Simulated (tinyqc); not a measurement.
Pillar capacitor in an array: capacitance, non-linearity, leakage and relaxation: two steps of the calculation.

A film between two metal electrodes, each interface adding a series capacitance ci. The small-signal permittivity is ek (1 + aq E^2); the field is found with the linear permittivity. Leakage J = J0 sinh(E/Ef). After a voltage step the film passes a relaxation current kr C V tt^(-nr), tt being the time in seconds. The sidewall is a coaxial capacitor with radii a = dm/2 and b = dm/2 + t, depth AR dm; the end face is left out.

Parameters, values chosen for the exercise; permittivity of the order of that of aluminium oxide:
- ek = 9.19 (relative permittivity of the film)
- t = 29 nm (film thickness)
- ci = 220 uF/cm^2 (capacitance of each electrode interface (dead layer and screening))
- aq = 0.003 cm^2/MV^2 (quadratic field coefficient of the permittivity)
- V = 1 V (bias)
- J0 = 4.7e-10 A/cm^2 (leakage prefactor)
- Ef = 0.36 MV/cm (field for an e-fold rise of the leakage)
- dm = 240 nm (diameter of the pillar)
- AR = 70 (aspect ratio, depth over diameter)
- pt = 420 nm (pitch of the square array)
- rho = 450 uohm cm (resistivity of the inner electrode)

Constants: eps0 = 8.8541878128e-14 F/cm where lengths are in cm. Results are converted to the units shown.

Task 1. Planar capacitance, field and non-linearity. Planar film: Cf = eps0 ek/t, 1/C = 1/Cf + 2/ci, EOT = 3.9 eps0/C, effective permittivity C t/eps0, E = (V/t) C/Cf; quadratic coefficient [C(V)/C - 1]/V^2 with Cf (1 + aq E^2) in C(V).

Find: Cf; C; EOT; effective permittivity; E; quadratic coefficient; J.

Result 1.

Cf = 0.2806 uF/cm^2
C = 0.2799 uF/cm^2
EOT = 12.34 nm
effective permittivity = 9.167
E = 0.3440 MV/cm
quadratic coefficient = 354.0 ppm/V^2
J = 5.205e-10 A/cm^2

The interfaces take 0.254 % of the voltage.

Task 2. Cell capacitance, fields and time constant. Per length 1/c = ln(b/a)/(2 pi eps0 ek) + (1/a + 1/b)/(2 pi ci); cell capacitance c AR dm; per footprint over pt^2; fields c V/(2 pi eps0 ek r) at r = a and b; resistance of the inner electrode rho AR dm/(pi a^2); time constant R C/3 of the distributed line.

Give: a; b; cell capacitance; capacitance per footprint; field at a; field at b; R; R C/3.

Result 2.

a = 120.0 nm
b = 149.0 nm
cell capacitance = 39.58 fF
capacitance per footprint = 22.44 uF/cm^2
field at a = 0.3840 MV/cm
field at b = 0.3093 MV/cm
R = 1.671 kohm
R C/3 = 22.05 ps

The array gives 80.2 times the planar capacitance per footprint; curvature makes the field at the inner electrode 1.12 times the planar value.

Numbers from tinyqc (`OMP_NUM_THREADS=1 python tinyqc.py 2102152 2102153 out.jsonl`; about 0.01 s on one thread of a shared Intel Xeon 2.30GHz).
